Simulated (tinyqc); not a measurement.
Electroplating on a thin resistive seed layer: kinetics, Wagner number and the terminal effect across a wafer: one step, computed by the program tinyqc.

Current enters the seed at the rim. The bath is treated as a local resistance per area (no lateral flow in the liquid), two electrons per ion, molar volume 7.11 cm^3/mol, Faraday constant F = e N_A, kinematic viscosity 0.01 cm^2/s, omega = 2 pi x rpm/60; k_B T/e is in volts.

Task: Linear estimate of the terminal effect. Linearised: with R_t = kinetic + bath resistance the current density obeys (1/r)(r i')' = i R_s/R_t, so i = A I_0(r/l), l = sqrt(R_t/R_s); with x = R/l, edge/centre = I_0(x) and edge/mean = x I_0(x)/(2 I_1(x)). Voltage drop in the seed for a uniform current: i R_s R^2/4.

Inputs (values chosen for the exercise, of the order of those for copper plating on a thin cobalt or ruthenium seed): wafer radius R = 7.5 cm; mean current density = 30 mA/cm^2; temperature T = 298 K.

kinetic resistance = 1.240563 ohm cm^2

bath resistance R_b = 107.2464 ohm cm^2

sheet resistance R_s = 2 ohm/square

Give: length l; x = R/l; edge over centre, linear; edge over mean, linear; drop for uniform current.

Result:

length l = 7.365 cm

x = R/l = 1.018

edge over centre, linear = 1.277

edge over mean, linear = 1.124

drop for uniform current = 843.75 mV

Caution: the mean current exceeds 0.3 i_L, so depletion of metal ions, left out of the distribution, matters.
